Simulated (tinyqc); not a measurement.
UKS/LDA (VWN5) in the 6-31g basis, for H2-, spin multiplicity 2, step by step. The basis has no diffuse functions, so it cannot describe the extra electron: this is an exercise in the method, not the real anion. One step of it, computed by the program tinyqc.

Question. Iteration 2: diagonalisation and new density. Diagonalise F' = X^T F X, C = X C', fill 2 alpha and 1 beta electrons from the bottom; D(s) = C_occ C_occ^T. Each column has its largest component positive (the first on a tie).

extrapolated F(alpha) (hartree):
```
           1H 1s      1H 2s      2H 1s      2H 2s
1H 1s   0.456868  -0.049951  -0.106371  -0.079151
1H 2s  -0.049951   0.132885  -0.079151   0.029135
2H 1s  -0.106371  -0.079151   0.456868  -0.049951
2H 2s  -0.079151   0.029135  -0.049951   0.132885
```

extrapolated F(beta) (hartree):
```
           1H 1s      1H 2s      2H 1s      2H 2s
1H 1s   0.523379  -0.014516  -0.102050  -0.065173
1H 2s  -0.014516   0.170029  -0.065173   0.049387
2H 1s  -0.102050  -0.065173   0.523379  -0.014516
2H 2s  -0.065173   0.049387  -0.014516   0.170029
```

X:
```
           1H 1s      1H 2s      2H 1s      2H 2s
1H 1s   1.253147  -0.500732   0.005346   0.023242
1H 2s  -0.500732   1.546384   0.023242  -0.535219
2H 1s   0.005346   0.023242   1.253147  -0.500732
2H 2s   0.023242  -0.535219  -0.500732   1.546384
```

Give: F' = X^T F X; orbital energies; coefficients C; F' = X^T F X; orbital energies; coefficients C; D(alpha) after iteration 2; D(beta) after iteration 2.

Answer.

F' = X^T F X (alpha) (hartree):
```
         1        2        3        4
1   0.8072  -0.4401  -0.0600  -0.0425
2  -0.4401   0.4554  -0.0425  -0.0851
3  -0.0600  -0.0425   0.8072  -0.4401
4  -0.0425  -0.0851  -0.4401   0.4554
```

orbital energies (alpha) (hartree): MO1 0.0407, MO2 0.2741, MO3 1.0768, MO4 1.1337

coefficients C (alpha):
```
          MO1      MO2      MO3      MO4
1H 1s  0.2231   0.1834   0.9253  -0.9392
1H 2s  0.4000   1.0165  -0.6821   1.1272
2H 1s  0.2231  -0.1834   0.9253   0.9392
2H 2s  0.4000  -1.0165  -0.6821  -1.1272
```

F' = X^T F X (beta) (hartree):
```
         1        2        3        4
1   0.8769  -0.4369  -0.0638  -0.0418
2  -0.4369   0.4907  -0.0418  -0.0933
3  -0.0638  -0.0418   0.8769  -0.4369
4  -0.0418  -0.0933  -0.4369   0.4907
```

orbital energies (beta) (hartree): MO1 0.0833, MO2 0.3289, MO3 1.1271, MO4 1.1957

coefficients C (beta):
```
          MO1      MO2      MO3      MO4
1H 1s  0.2058   0.1673   0.9293  -0.9422
1H 2s  0.4127   1.0356  -0.6745   1.1097
2H 1s  0.2058  -0.1673   0.9293   0.9422
2H 2s  0.4127  -1.0356  -0.6745  -1.1097
```

D(alpha) after iteration 2:
```
         1H 1s    1H 2s    2H 1s    2H 2s
1H 1s   0.0834   0.2757   0.0161  -0.0972
1H 2s   0.2757   1.1932  -0.0972  -0.8732
2H 1s   0.0161  -0.0972   0.0834   0.2757
2H 2s  -0.0972  -0.8732   0.2757   1.1932
```

D(beta) after iteration 2:
```
        1H 1s   1H 2s   2H 1s   2H 2s
1H 1s  0.0423  0.0849  0.0423  0.0849
1H 2s  0.0849  0.1703  0.0849  0.1703
2H 1s  0.0423  0.0849  0.0423  0.0849
2H 2s  0.0849  0.1703  0.0849  0.1703
```
